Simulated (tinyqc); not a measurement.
Comparisons within one model: bond-orbital model of a tetrahedral semiconductor (Harrison's universal couplings). A value that a table varies takes the place of the one given here.

Hybrid level eh = (es + 3 ep)/4; metallic energy V1 = (ep - es)/4 for each atom; covalent energy V2 = 3.22 hbar^2/(m d^2); polar energy V3 = (ehc - eha)/2; hbar^2/m = 2c, c = hbar^2/2m0. Polarity ap = V3/sqrt(V2^2 + V3^2), covalency ac = V2/sqrt(V2^2 + V3^2). p-p coupling at Gamma Exx = (4/3)(2.22 - 2 x 0.63) hbar^2/(m d^2) = 1.28 hbar^2/(m d^2), s-s coupling Ess = 4 x 1.32 hbar^2/(m d^2).

Constants: hbar^2/2m0 = 3.80998211 eV angstrom^2; e^2/(4 pi eps0) = 14.39964547 eV angstrom.

Inputs chosen for the exercise (near tabulated values for AlAs; the model gives trends, and its gaps can be far from the real ones; not measured data):

| symbol | value | unit | meaning |
|---|---|---|---|
| esc | -10.65 | eV | s level, cation |
| epc | -5.78 | eV | p level, cation |
| esa | -18.76 | eV | s level, anion |
| epa | -8.99 | eV | p level, anion |
| d | 2.46 | angstrom | bond length |
| Z | 5 |  | valence electrons of the anion |

## Polarity, charge and susceptibility across compounds

Compounds, values chosen for the exercise (eV, angstrom):

| name | esc | epc | esa | epa | d | Z |
|---|---|---|---|---|---|---|
| Si-like | -14.96 | -7.65 | -14.96 | -7.65 | 2.34 | 4 |
| InSb-like | -10.24 | -5.36 | -15.91 | -8.23 | 2.81 | 5 |
| BN-like | -13.65 | -8.33 | -26.11 | -13.84 | 1.56 | 5 |
| GaSb-like | -11.62 | -5.62 | -15.89 | -8.15 | 2.64 | 5 |
| InAs-like | -9.99 | -5.38 | -19.15 | -9.1 | 2.63 | 5 |
| Ge-like | -14.95 | -7.36 | -14.95 | -7.36 | 2.44 | 4 |

Z* = 4 ap - (Z - 4). Bond-orbital susceptibility: eps = 1 + gamma^2 pi N e^2 d^2 V2^2/(3 (V2^2 + V3^2)^(3/2)) with N = 8 electrons per cell of volume 16 d^3/(3 sqrt3), e^2 = e^2/(4 pi eps0) and gamma = 1 (no scale factor, so all values come out low).

Series:

| name | V2 (eV) | V3 (eV) | ap | Z* | eps |
|---|---|---|---|---|---|
| Si-like | 4.481 | 0.000 | 0.000 | 0.000 | 4.74 |
| InSb-like | 3.107 | 1.785 | 0.498 | 0.992 | 3.93 |
| BN-like | 10.082 | 3.624 | 0.338 | 0.353 | 3.08 |
| GaSb-like | 3.520 | 1.482 | 0.388 | 0.552 | 4.30 |
| InAs-like | 3.547 | 2.540 | 0.582 | 1.329 | 3.26 |
| Ge-like | 4.121 | 0.000 | 0.000 | 0.000 | 4.90 |

The most polar is InAs-like (ap = 0.58) and the least Si-like and Ge-like. eps - 1 goes as ac^3/(d V2), that is as d ac^3: the largest value, 4.90, is that of Ge-like and the smallest that of BN-like; long and covalent bonds polarise most; the scale factor, held fixed here, grows down the periodic table and changes the order of real crystals. Short bonds raise V2 as 1/d^2 and so lower the polarity for a given V3.

## Natural valence-band line-up

Ev is the lower root of [[epa, 1.28 u], [1.28 u, epc]], u = hbar^2/(m d^2). Without interface dipole the offset is the difference of Ev. With the dipole taken as complete, the mean hybrid levels (ehc + eha)/2 line up instead, so Ev less that mean is compared. Offsets are against the first row.

Line-up (eV):

| name | Ev | mean hybrid | offset, natural | offset, hybrids aligned |
|---|---|---|---|---|
| Si-like | -9.431 | -9.477 | 0.000 | 0.000 |
| InSb-like | -8.688 | -8.365 | 0.743 | -0.370 |
| BN-like | -15.948 | -13.284 | -6.517 | -2.711 |
| GaSb-like | -8.771 | -8.602 | 0.660 | -0.215 |
| InAs-like | -9.574 | -9.072 | -0.143 | -0.548 |
| Ge-like | -8.998 | -9.258 | 0.433 | 0.213 |

On the natural scale InSb-like has the highest valence band and BN-like the lowest, 7.26 eV apart; Ev is the anion p level pushed down by the p-p coupling, most for short and weakly polar bonds; cation d levels, left out, change the order of some real compounds. Aligning the hybrids changes the offsets by up to 3.81 eV (BN-like) and reverses the sign for InSb-like and GaSb-like.

## Bond length

d is scaled; levels stay. E0 is the s-like conduction level less Ev at Gamma (Ess = 5.28 u, Exx = 1.28 u); Z* = 4 ap - (Z - 4).

Against d:

| d/d0 | V2 (eV) | ap | Z* | Ev (eV) | E0 (eV) |
|---|---|---|---|---|---|
| 0.94 | 4.589 | 0.4351 | 0.740 | -9.815 | 3.657 |
| 0.96 | 4.399 | 0.4501 | 0.800 | -9.759 | 3.329 |
| 0.98 | 4.222 | 0.4650 | 0.860 | -9.707 | 3.025 |
| 0.99 | 4.137 | 0.4724 | 0.890 | -9.683 | 2.881 |
| 1.00 | 4.055 | 0.4798 | 0.919 | -9.660 | 2.742 |
| 1.01 | 3.975 | 0.4872 | 0.949 | -9.637 | 2.608 |
| 1.02 | 3.897 | 0.4946 | 0.978 | -9.616 | 2.479 |
| 1.04 | 3.749 | 0.5091 | 1.037 | -9.575 | 2.234 |

Compression raises V2 and E0: dE0/d ln(volume) = -4.55 eV, of which the valence band gives -0.76. The polarity falls under compression, from 0.480 to 0.435 at 0.94 (SiC is a known exception, whose effective charge rises under pressure).

## What each value does

The bond-antibond splitting is 2 sqrt(V2^2 + V3^2). E0 is the upper root of [[esa, 5.28 u], [5.28 u, esc]] less the lower root of [[epa, 1.28 u], [1.28 u, epc]], u = hbar^2/(m d^2). Each row changes one parameter from the base and keeps the others.

Results:

| case | ap | bond-antibond splitting (eV) | Ev (eV) | E0 (eV) |
|---|---|---|---|---|
| base | 0.4798 | 9.243 | -9.660 | 2.742 |
| esc = -10.15 eV | 0.4902 | 9.303 | -9.660 | 3.125 |
| epc = -5.28 eV | 0.5102 | 9.428 | -9.592 | 2.675 |
| esa = -18.26 eV | 0.4693 | 9.183 | -9.660 | 2.865 |
| epa = -8.49 eV | 0.4477 | 9.069 | -9.241 | 2.323 |
| d = 2.51 angstrom | 0.4948 | 8.963 | -9.615 | 2.475 |

The largest shifts from the base row, up to three for each result and ties (the steps differ in size, so this ranks the rows, not the parameters). ap: epa -0.0321, epc +0.0303, d +0.0150. bond-antibond splitting (eV): d -0.279, epc +0.186, epa -0.174. Ev (eV): epa +0.419, epc +0.067, d +0.045; unchanged at the printed digits by esc and esa. E0 (eV): epa -0.419, esc +0.383, d -0.267.

Run: tinyqc, `OMP_NUM_THREADS=1 python tinyqc.py 1450561 1450562 out.jsonl`; Intel(R) Xeon(R) Processor @ 2.30GHz, one thread, shared host; about 0.01 s of CPU time with all checks.
